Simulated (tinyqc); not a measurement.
Absorption coefficient and reflectance from two thicknesses.

Inverse problem. With transparent contact layers the responsivity is (1 - Rf)(1 - exp(-al wi)) q lam/(h c). The second absorber is twice as thick as the first. Find al and Rf.

Inputs (values chosen for the exercise):

| symbol | value | unit | meaning |
|---|---|---|---|
| lam | 1310 | nm | wavelength |

Constants: q = 1.602176634e-19 C, h = 6.62607015e-34 J s, c = 299792458 m/s. Results are converted to the units shown.

responsivity for wi = 0.85 and 1.7 um (A/W): [0.33922660, 0.52286495]

Solution. The ratio of the responsivities is 1 + exp(-al w1), which gives al; either value then gives 1 - Rf.

al = 7.22e3 1/cm
Rf = 0.300

tinyqc, about 0.01 s, one thread, Intel Xeon 2.30GHz (shared host): `OMP_NUM_THREADS=1 python tinyqc.py 2250011 2250012 out.jsonl`
